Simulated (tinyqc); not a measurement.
Two-band model of a narrow-gap semiconductor with electrons and holes: one step, computed by the program tinyqc.

Two parabolic bands with acoustic scattering (r = -1/2, a = 0), a gap that does not change with T, and fully ionised dopants. Melting is ignored, so values above the melting point are formal, and kappa_L does not change with T. eta_n = (E_F - E_c)/(k_B T), eta_p = -eta_n - E_g/(k_B T).

Question. Fermi level. With x = E/(k_B T), a = alpha k_B T (0 for a parabolic band), G = x (1 + a x), D = 1 + 2 a x and <y> = int y f (1 - f) dx, f = 1/(1 + exp(x - eta)): tau = tau_0 G^r/D; transport function s = G^(3/2 + r)/D^2; n = N_0 <G^(3/2)> with N_0 = (2 m k_B T)^(3/2)/(3 pi^2 hbar^3). Integrals over x = E/(k_B T) use 160 Gauss-Legendre points in u = sqrt(x) from 0 to sqrt(max(eta, 0) + 32). Neutrality: n - p = N, with n = N_0(m_n) <x^(3/2)> at eta_n and p = N_0(m_p) <x^(3/2)> at eta_p.

Inputs (values chosen for the exercise, modelled on Mg2Si): electron mass m_n = 0.87 m_0; hole mass m_p = 1.5 m_0; band gap E_g = 0.66 eV; net doping N = 3.2e+18 1/cm^3; temperature T = 460 K.

Doping: n-type.

Constants: k_B = 8.617333262e-05 eV/K; m_0 = 9.1093837015e-31 kg; k_B = 1.380649e-23 J/K; hbar = 1.054571817e-34 J s.

Give: eta_n; eta_p.

Answer.

eta_n = -2.4625

eta_p = -14.187
